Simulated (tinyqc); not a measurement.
Worked calculation: MP2 on RHF in the sto-3g basis, for H4, spin multiplicity 1. Computed by tinyqc, a small Python program that keeps every step (integrals from PySCF). Settings: charge = 0, multiplicity = 1, basis = sto-3g, method = RHF, energy threshold = 1e-10, iteration cap = 87, orthogonalisation = canonical, start = atomic densities, DIIS depth = 6. Command: `OMP_NUM_THREADS=1 python tinyqc.py 27574 27575 out.jsonl` (the two numbers bound the seeds that draw the settings). One thread of a shared host (Intel(R) Xeon(R) Processor @ 2.60GHz), about 0.1 s of CPU time with the checks. The early iterations of the SCF are left out here.

## One-electron integrals

Geometry (angstrom):

| atom | x | y | z |
|---|---|---|---|
| H | 0.000000 | 0.000000 | 0.000000 |
| H | 0.000000 | 0.000000 | 0.949000 |
| H | 0.000000 | 0.000000 | 2.211000 |
| H | 0.000000 | 0.000000 | 3.159000 |

Basis sto-3g: exponents (1/bohr^2) and contraction coefficients of normalised primitives:

| element | l (shell) | exponent | coefficient |
|---|---|---|---|
| H | s (1) | 3.425251 | 0.154329 |
| H | s (1) | 0.623914 | 0.535328 |
| H | s (1) | 0.168855 | 0.444635 |

Overlap, kinetic and nuclear-attraction integrals over the contracted functions; the nuclear repulsion is the sum of Za Zb / Rab.

nuclear repulsion = 2.18143501 hartree

overlap S, lower triangle:
```
          1H 1s     2H 1s     3H 1s     4H 1s
1H 1s  1.000000
2H 1s  0.527015  1.000000
3H 1s  0.083472  0.356748  1.000000
4H 1s  0.012979  0.083617  0.527623  1.000000
```

kinetic energy T (hartree), lower triangle:
```
           1H 1s      2H 1s     3H 1s     4H 1s
1H 1s   0.760032
2H 1s   0.131334   0.760032
3H 1s  -0.011440   0.040333  0.760032
4H 1s  -0.005340  -0.011439  0.131749  0.760032
```

nuclear attraction V (hartree), lower triangle:
```
           1H 1s      2H 1s      3H 1s      4H 1s
1H 1s  -2.170118
2H 1s  -1.130797  -2.417467
3H 1s  -0.165275  -0.753404  -2.417843
4H 1s  -0.024633  -0.165592  -1.132534  -2.170709
```

core Hamiltonian H = T + V (hartree), lower triangle:
```
           1H 1s      2H 1s      3H 1s      4H 1s
1H 1s  -1.410086
2H 1s  -0.999462  -1.657436
3H 1s  -0.176715  -0.713072  -1.657811
4H 1s  -0.029973  -0.177031  -1.000785  -1.410677
```

## Two-electron integrals

Functions are numbered as in S; the eight-fold symmetry (ij|kl) = (ji|kl) = (kl|ij) leaves the list below.

Two-electron integrals (ij|kl) in chemists' order, unique and non-zero (hartree):
```
(11|11) 0.774606   (21|11) 0.333509   (21|21) 0.180182   (22|11) 0.494966
(22|21) 0.333509   (22|22) 0.774606   (31|11) 0.037016   (31|21) 0.022411
(31|22) 0.047975   (31|31) 0.003481   (32|11) 0.119775   (32|21) 0.082644
(32|22) 0.205126   (32|31) 0.015347   (32|32) 0.076357   (33|11) 0.238976
(33|21) 0.160809   (33|22) 0.401255   (33|31) 0.037016   (33|32) 0.205126
(33|33) 0.774606   (41|11) 0.004447   (41|21) 0.002857   (41|22) 0.006514
(41|31) 0.000498   (41|32) 0.002362   (41|33) 0.006512   (41|41) 0.000077
(42|11) 0.022404   (42|21) 0.015137   (42|22) 0.037090   (42|31) 0.003000
(42|32) 0.015377   (42|33) 0.048062   (42|41) 0.000499   (42|42) 0.003493
(43|11) 0.104594   (43|21) 0.067568   (43|22) 0.161035   (43|31) 0.015128
(43|32) 0.082763   (43|33) 0.333996   (43|41) 0.002860   (43|42) 0.022479
(43|43) 0.180644   (44|11) 0.167510   (44|21) 0.104494   (44|22) 0.239083
(44|31) 0.022372   (44|32) 0.119844   (44|33) 0.495304   (44|41) 0.004447
(44|42) 0.037090   (44|43) 0.333996   (44|44) 0.774606
```

## Orthogonalisation

S = U s U^T; canonical form X = U s^(-1/2), so that X^T S X = 1. Each column of U has its largest component positive (the first on a tie).

eigenvalues of S: 0.339237  0.550278  1.291035  1.819449

X:
```
               1          2          3         4
1H 1s   0.684872   0.760477   0.513691  0.316245
2H 1s  -1.000546  -0.576657   0.351979  0.417710
3H 1s   1.002566  -0.574444  -0.351451  0.418045
4H 1s  -0.687392   0.759221  -0.513115  0.316801
```

## Iteration 8 (converged): orbitals

converged F (hartree), lower triangle:
```
           1H 1s      2H 1s      3H 1s      4H 1s
1H 1s  -0.268329
2H 1s  -0.501341  -0.317837
3H 1s  -0.110009  -0.284304  -0.318220
4H 1s  -0.004698  -0.110168  -0.501788  -0.268728
```

Diagonalise F' = X^T F X, C = X C', fill 2 alpha and 2 beta electrons from the bottom; D = 2 C_occ C_occ^T. Each column has its largest component positive (the first on a tie).

F' = X^T F X (hartree), lower triangle:
```
           1          2          3          4
1   0.760020
2   0.000153   0.355420
3   0.051536   0.000125  -0.430184
4  -0.000068  -0.007266   0.000074  -0.588716
```

orbital energies (hartree): MO1 -0.588772, MO2 -0.432411, MO3 0.355476, MO4 0.762248

coefficients C:
```
            MO1        MO2        MO3        MO4
1H 1s  0.321881   0.483686   0.757817   0.706695
2H 1s  0.413018   0.395146  -0.579411  -0.984660
3H 1s  0.413854  -0.394121  -0.578089   0.986211
4H 1s  0.322841  -0.482908   0.756965  -0.708626
```

D after iteration 8, lower triangle:
```
           1H 1s      2H 1s     3H 1s     4H 1s
1H 1s   0.675119
2H 1s   0.648138   0.653447
3H 1s  -0.114838   0.030388  0.653212
4H 1s  -0.259320  -0.114960  0.647866  0.674854
```

## Convergence

Stop when the energy changes by less than 1e-10 hartree and every element of the error matrix X^T (F D S - S D F) X is below 3e-06.

Course of the cycle:

| iteration | E (hartree) | change | largest element of the error matrix |
|---|---|---|---|
| 1 | -1.52208429 | - | 3.36e-02 |
| 2 | -2.14147926 | -6.19e-01 | 6.31e-02 |
| 3 | -2.14187725 | -3.98e-04 | 5.77e-02 |
| 4 | -2.14403333 | -2.16e-03 | 1.20e-02 |
| 5 | -2.14412608 | -9.27e-05 | 7.03e-04 |
| 6 | -2.14412640 | -3.18e-07 | 3.53e-05 |
| 7 | -2.14412640 | -8.17e-10 | 1.23e-08 |
| 8 | -2.14412640 | 0.000000 | 3.43e-08 |

PySCF RHF in the same basis = -2.14412640 hartree

Converged in 8 iterations.

## Integrals over molecular orbitals

(pq|rs) = sum C_ip C_jq C_kr C_ls (ij|kl), one index at a time.

one-electron integrals over orbitals h = C^T H C (hartree), lower triangle:
```
           1          2          3          4
1  -1.737256
2   0.000073  -1.567121
3   0.133230   0.000321  -1.176932
4  -0.000262   0.114764   0.000044  -0.920660
```

Two-electron integrals over orbitals (pq|rs), unique and non-zero (hartree):
```
(11|11) 0.460894    (21|11) -0.000430   (21|21) 0.185005    (22|11) 0.436298
(22|21) 0.000357    (22|22) 0.447120    (31|11) -0.057854   (31|21) -0.000176
(31|22) 0.002123    (31|31) 0.107766    (32|11) -0.000326   (32|21) 0.079622
(32|22) 0.000155    (32|31) 0.000168    (32|32) 0.112861    (33|11) 0.438323
(33|21) 0.000287    (33|22) 0.438194    (33|31) -0.010129   (33|32) 0.000110
(33|33) 0.456718    (41|11) 0.000194    (41|21) -0.029100   (41|22) -0.000041
(41|31) -0.000195   (41|32) 0.069595    (41|33) -0.000021   (41|41) 0.091057
(42|11) -0.065650   (42|21) -0.000151   (42|22) -0.012563   (42|31) 0.102879
(42|32) 0.000207    (42|33) -0.010234   (42|41) -0.000165   (42|42) 0.108594
(43|11) -0.000395   (43|21) 0.178134    (43|22) 0.000380    (43|31) -0.000157
(43|32) 0.081244    (43|33) 0.000320    (43|41) -0.026684   (43|42) -0.000151
(43|43) 0.190345    (44|11) 0.482281    (44|21) -0.000343   (44|22) 0.458998
(44|31) -0.062467   (44|32) -0.000312   (44|33) 0.471681    (44|41) 0.000186
(44|42) -0.072640   (44|43) -0.000339   (44|44) 0.530726
```

## Second-order Moller-Plesset energy

Hartree-Fock energy = -2.14412640 hartree

E2 = sum_ijab (ia|jb) [2 (ia|jb) - (ib|ja)] / (e_i + e_j - e_a - e_b) over occupied i, j and virtual a, b; the opposite-spin part is (ia|jb)^2 / denominator, the rest is same-spin, and SCS-MP2 scales them by 6/5 and 1/3.

Terms:

| i | j | a | b | (ia\|jb) | (ib\|ja) | denominator | term |
|---|---|---|---|---|---|---|---|
| 2 | 2 | 3 | 3 | 0.112861 | 0.112861 | -1.575774 | -0.008083 |
| 2 | 1 | 4 | 3 | 0.102879 | 0.069595 | -2.138907 | -0.006549 |
| 1 | 2 | 3 | 4 | 0.102879 | 0.069595 | -2.138907 | -0.006549 |
| 1 | 1 | 3 | 3 | 0.107766 | 0.107766 | -1.888496 | -0.006150 |
| 2 | 2 | 4 | 4 | 0.108594 | 0.108594 | -2.389318 | -0.004936 |
| 1 | 1 | 4 | 4 | 0.091057 | 0.091057 | -2.702040 | -0.003069 |
| 2 | 1 | 3 | 4 | 0.069595 | 0.102879 | -2.138907 | -0.001181 |
| 1 | 2 | 4 | 3 | 0.069595 | 0.102879 | -2.138907 | -0.001181 |
| 2 | 2 | 3 | 4 | 0.000207 | 0.000207 | -1.982546 | -2.17e-08 |
| 2 | 2 | 4 | 3 | 0.000207 | 0.000207 | -1.982546 | -2.17e-08 |
| 1 | 1 | 4 | 3 | -0.000195 | -0.000195 | -2.295268 | -1.65e-08 |
| 1 | 1 | 3 | 4 | -0.000195 | -0.000195 | -2.295268 | -1.65e-08 |
| 2 | 1 | 3 | 3 | 0.000168 | 0.000168 | -1.732135 | -1.64e-08 |
| 1 | 2 | 3 | 3 | 0.000168 | 0.000168 | -1.732135 | -1.64e-08 |
| 1 | 2 | 4 | 4 | -0.000165 | -0.000165 | -2.545679 | -1.07e-08 |
| 2 | 1 | 4 | 4 | -0.000165 | -0.000165 | -2.545679 | -1.07e-08 |

Pair energies (hartree; pair i-j sums ij and ji):

| pair | opposite spin | same spin |
|---|---|---|
| 1-1 | -0.009218 | 0 |
| 2-1 | -0.014426 | -0.001036 |
| 2-2 | -0.013019 | 0 |

MP2 correlation energy = -0.03769886 hartree

SCS-MP2 correlation energy = -0.04434088 hartree

MP2 total energy = -2.18182526 hartree
